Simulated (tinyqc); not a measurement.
# CMOS inverter, nodal equation and switching, step by step

Numbers from tinyqc (`OMP_NUM_THREADS=1 python tinyqc.py 2340077 2340078 out.jsonl`; about 0.04 s on one thread of a shared Intel Xeon 2.30GHz). Printed values are rounded.

An n-channel pull-down (bn, VTn) and a p-channel pull-up (bp, VTp) share the input Vin and the output node Vout, which carries the load C. Transistor (EKV form, voltages against the body): I = 2 n b Vt^2 [F(vp - Vs) - F(vp - Vd)] from drain to source, F(v) = ln^2(1 + exp(v/(2 Vt))), vp = (Vg - VT + sg |Vd - Vs|)/n. n-channel bodies are at 0; for the p-channel device all voltages are counted down from Vdd. b in uA/V^2 gives I in uA. Static: In = Ip. Transient: C dVout/dt = Ip - In. No velocity saturation, no gate capacitance beyond C.

Inputs (values chosen for the exercise): temperature T = 300 K; supply voltage Vdd = 0.75 V; slope factor n = 1.44; drain-induced barrier lowering sg = 0.082; n-channel threshold VTn = 0.35 V; p-channel threshold (magnitude) VTp = 0.27 V; gain factor of the pull-down transistor bn = 300 uA/V^2; gain factor of the pull-up transistor bp = 240 uA/V^2; load capacitance C = 0.73 fF; input voltage Vin = 0.23 V; time step dt = 3 ps.

Constants: q = 1.602176634e-19 C, kB = 1.380649e-23 J/K, Vt = kB T/q. Results are converted to the units shown.

## Iteration 1: output voltage by Newton steps

Vout at the start = 0.38 V

f = In - Ip at (Vin, Vout); G = df/dVout by a central difference with +/- 1e-6 V; Vout(new) = Vout - f/G, the step limited to +/- 0.1 V.

In = 0.0405059 uA
Ip = 6.62860 uA
G = 3.86393 uS
Vout after iteration 1 = 0.48 V

## Iteration 2: output voltage by Newton steps

As before.

In = 0.0490947 uA
Ip = 6.24160 uA
G = 4.29611 uS
Vout after iteration 2 = 0.58 V

## Course of the iteration: output voltage by Newton steps

Stop when Vout changes by less than 1e-9 V, or after 30 iterations.

Course of the iteration:
```
iteration,Vout (V),|change| (V)
1,0.48,0.100
2,0.58,0.100
3,0.68,0.100
4,0.768979,0.0890
5,0.749861,0.0191
6,0.748612,1.25e-3
7,0.748608,4.28e-6
8,0.748608,5.04e-11
```

Converged in 8 iterations. At the end the number of correct digits about doubles with each step. On the way 1 iterate(s) lie more than 5 mV outside the rails, the first at 0.769 V, before the steps return.

## Transfer curve

```
point,Vin (V)
0,0
1,0.075
2,0.15
3,0.225
4,0.3
5,0.375
6,0.45
7,0.525
8,0.6
9,0.675
10,0.75
```

For each Vin solve In = Ip; gain = dVout/dVin.

```
point,Vout (V),supply current (uA),gain
0,0.749998,2.4371e-4,-0.0001
1,0.749982,0.0017646,-0.0005
2,0.749846,0.012079,-0.0043
3,0.748782,0.072609,-0.0327
4,0.741418,0.34083,-0.2187
5,0.675638,1.0874,-3.1827
6,0.046685,0.96597,-1.5860
7,0.006183,0.30033,-0.1555
8,0.000891,0.065045,-0.0238
9,0.000113,0.010948,-0.0032
10,0.000013,0.0016085,-0.0004
```

The switching point Vin = Vout lies at 0.4045 V, with a gain of -12.2. The current peaks at 1.09 uA among the points, against 2.4e-4 and 0.0016 uA of leakage at the ends.

## Switching point and noise margins

VM solves In = Ip with Vin = Vout. VIL and VIH are the inputs at which the gain is -1; NML = VIL - Vout(VIH), NMH = Vout(VIL) - VIH.

VM = 0.40447 V
gain at VM = -12.193
VIL = 0.35223 V
VIH = 0.46044 V
NML = 0.31868 V
NMH = 0.25538 V

VM lies 29 mV above Vdd/2, and the low margin is the larger one. With both transistors saturated the size of the gain tends to 1/sg = 12.2; here it is 0.018 % below that.

## Step 1: one time step of the falling output

Vout at t = 0 = 0.75 V

The input steps to Vdd at t = 0; I = In - Ip. Implicit Euler: V(new) = V - (dt/C) I(V(new)), solved for V(new); 1 ps uA/fF = 1 mV.

I(V) = 22.2002 uA
I(V(new)) = 21.5096 uA
Vout after step 1 = 0.661604 V

## Step 2: one time step of the falling output

As before.

I(V) = 21.5096 uA
I(V(new)) = 20.8510 uA
Vout after step 2 = 0.575915 V

## Delays and energy

For a step input the delay to Vdd/2 is tHL = C times the integral of dV/(In - Ip) from Vdd/2 to Vdd at Vin = Vdd, and tLH likewise with Ip - In from 0 to Vdd/2 at Vin = 0. Energy drawn for one full cycle of the output: C Vdd^2. Leakage power: Vdd times the mean of the supply currents at Vin = 0 and Vdd.

tHL = 13.2104 ps
tLH = 11.8808 ps
energy = 0.410625 fJ
leakage power = 0.694596 nW

Time steps as above cross Vdd/2 at 13.4 ps by linear interpolation, 1.7 % above tHL. tLH/tHL = 0.899, with bn/bp = 1.25.
